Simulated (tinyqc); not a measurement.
# Via and link resistance from two via chains

Problem. A chain of 5000 vias joined by 5000 metal links has R = 5000 (Rv + Rlink), with Rlink proportional to the link length. Find Rv, Rlink for length L, and the value of Rv that the short chain would give if the links were ignored.

resistance of chains of 5000 links with link lengths L and 3 L (ohm): [1.4e5, 1.8e5]

Solution. R per link is a straight line in the link length; its intercept at zero length is Rv.

Rv = 24.0 ohm
Rlink = 4.00 ohm
Rv without correction = 28.0 ohm

tinyqc, about 0.01 s, one thread, Intel Xeon 2.30GHz (shared host): `OMP_NUM_THREADS=1 python tinyqc.py 2750023 2750024 out.jsonl`
